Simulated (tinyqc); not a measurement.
The network against temperature: hopping conduction between localised states. Computed by tinyqc, a small Python program. Command: `OMP_NUM_THREADS=1 python tinyqc.py 3010262 3010263 out.jsonl hop walk`. One thread of a shared host (Intel(R) Xeon(R) Processor @ 2.30GHz), about 0.01 s of CPU time with the checks.

Energies are counted from the Fermi level. A small network shows the mechanism; the laws of an infinite system follow.

Inputs (values chosen for the exercise, for a model amorphous semiconductor): localisation length xi = 3.7 nm; temperature T = 170 K.

Dimension: 2D.

sites of the small network (nm, nm, meV):
```
       x     y  energy
1      0  0.88    1.27
2    5.1  5.17   -7.86
3  11.41  7.71    4.05
4  20.79   5.8   -0.82
5  26.78   8.2  -24.83
6     33  4.63   -1.59
```

Constants: k_B = 8.617333262e-05 eV/K.

Method:
- Miller-Abrahams exponent s_ij = 2 r_ij/xi + (|E_i| + |E_j| + |E_i - E_j|)/(2 k_B T); G_ij = G_0 exp(-s_ij).
- Site 1 is held at potential 1 and site 6 at 0; Kirchhoff's law sum_j G_ij (u_i - u_j) = 0 fixes the others; G = sum_j G_1j (1 - u_j).
- Critical exponent s_c: the smallest value such that bonds with s_ij <= s_c connect site 1 with site 6.
- The last column is the length of the critical bond.

Network:

| T (K) | -ln(G/G_0) | s_c | critical hop (nm) |
|---|---|---|---|
| 51 | 7.7081 | 6.9920 | 12.266 |
| 76 | 7.2732 | 6.8730 | 12.266 |
| 120 | 6.8004 | 6.2778 | 7.172 |
| 170 | 6.4937 | 5.5715 | 7.172 |
| 260 | 6.2205 | 5.3917 | 9.572 |
| 420 | 6.0229 | 5.3089 | 9.572 |
| 850 | 5.8633 | 5.2408 | 9.572 |

-ln(G/G_0) follows s_c within 1.0. The critical hop is 12.3 nm long at the lowest T and 9.57 nm at the highest: on cooling the carrier goes farther to find a site of nearer energy, which is variable-range hopping, though in so small a sample not at every step.

Extremes, crossings and ranges named in words are read from the listed rows.
